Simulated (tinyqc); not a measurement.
# Gate work function from the charge

Problem. For an undoped double gate, Q = 8 eps0 eps_r Vt beta tan(beta)/ts with 0 < beta < pi/2, and at the source (Vg - dphi)/(2 Vt) - ln[(2/ts) sqrt(2 eps0 eps_r Vt/(q ni))] = ln(beta) - ln(cos beta) + 2 r beta tan(beta), r = eps_r tox/(eox ts). Find beta and dphi.

Values chosen for this exercise; material values close to those of silicon: temperature T = 250 K; relative permittivity of the semiconductor eps_r = 11.7; relative permittivity of the gate insulator eox = 9.19; insulator thickness tox = 2.4 nm; body thickness ts = 5 nm; gate voltage Vg = 0.66 V.

Constants: q = 1.602176634e-19 C, kB = 1.380649e-23 J/K, Vt = kB T/q, eps0 = 8.8541878128e-14 F/cm where lengths are in cm. Results are converted to the units shown.

Qs = 30.969439 nC/cm^2
ni = 1.0656905e8 cm^-3

Answer. beta tan(beta) rises from 0 without bound on the interval, so the charge fixes beta; the second relation is then explicit in dphi.

beta = 0.2903
dphi = 0.1800 V

Numbers from tinyqc (`OMP_NUM_THREADS=1 python tinyqc.py 2440027 2440028 out.jsonl`; about 0.01 s on one thread of a shared Intel Xeon 2.30GHz).
